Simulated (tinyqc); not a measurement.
What grading buys: minority-electron transport through the base of a bipolar transistor (Moll-Ross and Kroemer integrals). Computed by tinyqc, a small Python program. Command: `OMP_NUM_THREADS=1 python tinyqc.py 3018065 3018066 out.jsonl base walk`. One thread of a shared host (Intel(R) Xeon(R) Processor @ 2.30GHz), about 0.01 s of CPU time with the checks.

Low injection, one dimension, x from the emitter edge (0) to the collector edge (W), s = x/W. Recombination is treated as a small correction (valid for tau_B well below tau_n), computed from the stored charge.

Inputs (values chosen for the exercise, modelled on silicon):
```
quantity,value,unit
base doping at the emitter edge N_0,2e+18,1/cm^3
base width W,69,nm
mu_min,230,cm^2/(V s)
mu_max,1350,cm^2/(V s)
N_ref,2.1e+17,1/cm^3
saturation velocity v_s,0.78,1e7 cm/s
temperature T,300,K
doping ratio N_0/N(W),7,-
```

Base doping profile: exponential. Gap grading: none. Exit of the base: saturation velocity.

Constants: k_B = 8.617333262e-05 eV/K.

Method. N(x) = N_0 (ratio)^(-s); n_i(x)^2 = n_i^2 exp(s dE_g/k_B T); D(x) = (k_B T/e) mu, mu = mu_min + (mu_max - mu_min)/(1 + (N/N_ref)^0.7). With y(x) = N n_i^2/(D n_i(x)^2): base Gummel number G_B = int_0^W y dx + N(W) n_i^2/(v_s n_i(W)^2); J_C = e n_i^2 exp(e V_BE/k_B T)/G_B; n(x) = (J_C/e)(n_i(x)^2/(N n_i^2)) [int_x^W y dx + the same exit term]; transit time tau_B = (e/J_C) int n dx; trapezoid rule on 401 even points.

The same base with other gradings:
```
dE_g (meV),dE_g/k_B T,G_B (s/cm^4),J_C gain,tau_B (ps),speed gain
0,0.000,5.0294e+11,1.0000,1.2914,1.0000
25,0.967,3.6880e+11,1.3637,1.0216,1.2642
50,1.934,2.8830e+11,1.7445,0.8385,1.5401
75,2.901,2.3606e+11,2.1306,0.7084,1.8229
100,3.868,1.9980e+11,2.5171,0.6121,2.1098
150,5.802,1.5297e+11,3.2878,0.4802,2.6895
200,7.736,1.2399e+11,4.0562,0.3946,3.2728
300,11.605,8.9947e+10,5.5914,0.2906,4.4435
```

At 100 meV J_C rises by a factor 2.52 and the transit is 2.11 times faster; at 300 meV the factors are 5.59 and 4.44. For a uniform base without exit term both tend to be linear in dE_g/k_B T, J_C as x/(1 - exp(-x)) and the speed as x/2. From 50 meV on the mean velocity W/tau_B exceeds v_s, so those speed gains are overstated.
